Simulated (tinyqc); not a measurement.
Drifting, spreading and decaying minority pulse (Haynes-Shockley), explicit time steps: one step of the calculation.

Low injection in a uniform field: dn/dt = D d2n/dx2 - v dn/dx - n/tau with D = mu Vt and v = mu F towards +x. Exact solution on an infinite bar for a Gaussian start at x0: n = N0 exp(-t/tau) exp(-(x - x0 - v t)^2/(2 s^2))/sqrt(2 pi s^2), s^2 = s0^2 + 2 D t.

Question. Densities after a time step. (L n)_i = a n_(i-1) + b n_i + c n_(i+1), n = 0 beyond the ends. Explicit step: n(new) = n + L n.

a = 0.59592661
b = -0.82705323
c = 0.20112661

| node | n at t = 1 dt (1e13 cm^-3) |
|---|---|
| 1 | 0.0842964 |
| 2 | 0.5757524 |
| 3 | 1.5689545 |
| 4 | 2.7369534 |
| 5 | 3.1848422 |
| 6 | 1.5385884 |
| 7 | 0.2431417 |
| 8 | 0.0117789 |
| 9 | 0.0001719 |
| 10 | 0.0000008 |
| 11 | 0.0000000 |
| 12 | 0.0000000 |

Wanted: n at t = 2 dt.

Answer.

| node | n at t = 2 dt (1e13 cm^-3) |
|---|---|
| 1 | 0.1304 |
| 2 | 0.4654 |
| 3 | 1.1649 |
| 4 | 2.0489 |
| 5 | 2.4913 |
| 6 | 2.2129 |
| 7 | 0.9613 |
| 8 | 0.1470 |
| 9 | 0.0070 |
| 10 | 0.0001 |
| 11 | 0.0000 |
| 12 | 0.0000 |

Numbers from tinyqc (`OMP_NUM_THREADS=1 python tinyqc.py 2310108 2310109 out.jsonl`; about 0.01 s on one thread of a shared Intel Xeon 2.30GHz).
